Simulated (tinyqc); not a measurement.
# Carrier lifetime from Shockley-Read-Hall, radiative, Auger and surface recombination, step by step

A worked calculation. Computed by tinyqc, a small Python program that keeps every step. Command: `OMP_NUM_THREADS=1 python tinyqc.py 3022962 3022963 out.jsonl lifetime walk`. One thread of a shared host (Intel(R) Xeon(R) Processor @ 2.30GHz), about 0.03 s of CPU time with the checks. Intermediate numbers are printed to about 7 digits and carried at full precision; extremes and crossings named in words are read from the listed rows.

Energies are counted from the top of the valence band. Boltzmann statistics, full ionisation, and equal excess densities of electrons and holes.

Inputs (values chosen for the exercise, with bands modelled on germanium):

| quantity | value | unit |
|---|---|---|
| gap E_g | 0.656 | eV |
| electron mass m_e | 0.226 | m_0 |
| valleys M_c | 4 | - |
| hole mass m_h | 0.345 | m_0 |
| temperature T | 400 | K |
| doping N | 3.8e+15 | cm^-3 |
| trap level E_t | 0.0703 | eV |
| trap density N_t | 1.8e+12 | cm^-3 |
| electron cross-section sigma_n | 2.5e-17 | cm^2 |
| hole cross-section sigma_p | 2e-17 | cm^2 |
| radiative coefficient B | 7e-15 | cm^3/s |
| Auger coefficient C_n | 9.9e-32 | cm^6/s |
| Auger coefficient C_p | 2.5e-30 | cm^6/s |
| excess density dn | 1.2e+16 | cm^-3 |
| generation rate G | 1.6e+21 | cm^-3 s^-1 |
| diffusion coefficient D | 2.1 | cm^2/s |

Doping: n-type. Surface term: none.

Constants: m_0 = 9.1093837015e-31 kg; k_B = 1.380649e-23 J/K; h = 6.62607015e-34 J s; k_B = 8.617333262e-05 eV/K.

## Equilibrium densities

N_c = 2 M_c (2 pi m_e k_B T/h^2)^(3/2) and N_v = 2 (2 pi m_h k_B T/h^2)^(3/2), masses in units of m_0. n_i = sqrt(N_c N_v) exp(-E_g/2 k_B T); majority density N/2 + sqrt(N^2/4 + n_i^2), minority density n_i^2 over it.

N_c = 1.660362e+19 cm^-3

N_v = 7.829044e+18 cm^-3

n_i = 8.401129e+14 cm^-3

n_0 = 3.977448e+15 cm^-3

p_0 = 1.774479e+14 cm^-3

## Capture times and SRH densities

v = sqrt(3 k_B T/m) with m_e or m_h; tau_n0 = 1/(sigma_n v_n N_t), tau_p0 = 1/(sigma_p v_p N_t); n1 = N_c exp(-(E_g - E_t)/k_B T), p1 = N_v exp(-E_t/k_B T).

v_n = 2.836832e+07 cm/s

v_p = 2.296033e+07 cm/s

tau_n0 = 7.833466e-04 s

tau_p0 = 0.001209816 s

n1 = 6.929590e+11 cm^-3

p1 = 1.018516e+18 cm^-3

Emission from the level is not negligible: captured carriers are often re-emitted, which lengthens the lifetime at low injection.

## Lifetimes at the given injection

With n = n_0 + dn, p = p_0 + dn and U/dn = 1/tau: (n p - n_i^2)/dn = n_0 + p_0 + dn = s; 1/tau_SRH = s/[tau_p0 (n + n1) + tau_n0 (p + p1)]; 1/tau_rad = B s; 1/tau_Aug = (C_n n + C_p p) s; the rates add. Radiative efficiency = tau_eff/tau_rad; effective diffusion length = sqrt(D tau_eff).

tau_SRH at dn = 0.05117461 s

tau_rad at dn = 0.008842963 s

tau_Aug at dn = 0.001932865 s

effective lifetime at dn = 0.001538480 s

radiative efficiency at dn = 0.1739779

effective diffusion length at dn = 568.4021 micrometre

Auger recombination carries 80 % of the rate; dn/N = 3.2 is intermediate injection. Caution: beyond low injection D should be the ambipolar coefficient.

## Steady state under generation

dn solves dn/tau_eff(dn) = G (60 bisections in ln dn between 1e-2 and 1e22 cm^-3); the splitting of the quasi-Fermi levels is k_B T ln(n p/n_i^2).

steady excess density = 8.256567e+16 cm^-3

lifetime in the steady state = 5.160354e-05 s

quasi-Fermi splitting under G = 0.3179734 eV

The splitting, an upper bound for e V_oc, is 48 % of the gap.

## Lifetime against injection

Rows stop below half the smaller effective density of states.

Lifetimes (s):

| dn (cm^-3) | SRH | radiative | Auger | effective | radiative efficiency | fastest channel |
|---|---|---|---|---|---|---|
| 1.00e+10 | 0.1932180 | 0.03438276 | 2.874082e-01 | 2.649764e-02 | 0.7706663 | radiative |
| 1.00e+11 | 0.1932139 | 0.03438202 | 2.873217e-01 | 2.649638e-02 | 0.7706465 | radiative |
| 1.00e+12 | 0.1931725 | 0.03437457 | 2.864595e-01 | 2.648383e-02 | 0.7704483 | radiative |
| 1.00e+13 | 0.1927593 | 0.03430029 | 2.780964e-01 | 2.635882e-02 | 0.7684722 | radiative |
| 1.00e+14 | 0.1887242 | 0.03357477 | 2.141859e-01 | 2.515606e-02 | 0.7492550 | radiative |
| 1.00e+15 | 0.1561226 | 0.02771291 | 5.645183e-02 | 1.661027e-02 | 0.5993696 | radiative |
| 1.00e+16 | 0.0581237 | 0.01009242 | 2.633389e-03 | 2.016016e-03 | 0.1997555 | Auger |
| 1.00e+17 | 0.0096214 | 0.00137158 | 3.682282e-05 | 3.572692e-05 | 0.0260479 | Auger |
| 1.00e+18 | 0.0027844 | 0.00014227 | 3.830479e-07 | 3.819669e-07 | 0.0026849 | Auger |

tau_SRH goes from 0.193 s at low injection (160 times the minority capture time) to 0.00278 s in the last row; at high injection it tends to tau_n0 + tau_p0 = 0.00199 s. Ruling channel by row: radiative from 1e10, Auger from 1e16 cm^-3.

## Where in the gap a trap does harm

Low injection: tau = [tau_p0 (n_0 + n1) + tau_n0 (p_0 + p1)]/(n_0 + p_0). Depleted region (n = p = 0): generation lifetime tau_g = (tau_p0 n1 + tau_n0 p1)/n_i. n1 = N_c exp(-(E_g - E_t)/k_B T), p1 = N_v exp(-E_t/k_B T).

The same trap at other energies:

| E_t (eV) | SRH lifetime (s) | generation lifetime (s) |
|---|---|---|
| 0.039 | 4.773202e-01 | 2.354761e+00 |
| 0.098 | 8.716403e-02 | 4.251887e-01 |
| 0.164 | 1.386515e-02 | 6.267882e-02 |
| 0.230 | 3.079720e-03 | 9.337951e-03 |
| 0.295 | 1.611676e-03 | 2.077533e-03 |
| 0.328 | 1.656607e-03 | 2.299746e-03 |
| 0.361 | 2.161309e-03 | 4.795819e-03 |
| 0.426 | 7.314247e-03 | 3.028039e-02 |
| 0.492 | 4.269299e-02 | 2.052509e-01 |
| 0.558 | 2.827811e-01 | 1.392640e+00 |
| 0.617 | 1.560685e+00 | 7.712693e+00 |

The SRH lifetime (other channels left aside) stays within 10 % of its least value, among these rows, from E_t = 0.295 to 0.328 eV. The generation lifetime has a sharp minimum, among these rows at 0.295 eV and exactly at 0.308 eV, where tau_p0 n1 = tau_n0 p1, since generation needs two thermal jumps and the larger one rules.

Checks made by the program: n1 p1 = n_i^2 (relative difference below 1e-10).
